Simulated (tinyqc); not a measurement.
Stretching the bonds: Weaire-Thorpe hybrids on a Bethe lattice: gap and dangling bond of an amorphous tetrahedral solid.

Inputs chosen for the exercise (out of a larger set: of the size of tabulated hybrid energies for amorphous silicon; not measured data): V1 = 1.71 eV (coupling of two hybrids on one atom); V2 = 4.33 eV (coupling of the two hybrids of a bond).

V2 is scaled as (d0/d)^2 and V1 stays. Bound 2 V2 - 4 V1; tree V2 - 2 V1 + sqrt(V2^2 + 4 V1^2 - 2 sqrt3 V1 V2); a negative bound means that a network with rings may have no gap.

Against d/d0:
```
d/d0  V2 (eV)  V2/V1  bound (eV)  tree (eV)
0.96    4.698  2.748       2.557      3.715
0.98    4.509  2.637       2.177      3.394
1.00    4.330  2.532       1.820      3.100
1.02    4.162  2.434       1.484      2.831
1.04    4.003  2.341       1.167      2.586
1.07    3.782  2.212       0.724      2.259
1.10    3.579  2.093       0.317      1.976
1.15    3.274  1.915      -0.292      1.592
```

The bound falls by 173 meV for each per cent of stretch near d0 and vanishes at d/d0 = 1.125, inside the table. Weak, stretched bonds therefore put states closest to the edges, one origin of band tails.

Program tinyqc; command `OMP_NUM_THREADS=1 python tinyqc.py 1480291 1480292 out.jsonl`; about 0.04 s on one thread of a shared Intel(R) Xeon(R) Processor @ 2.30GHz.
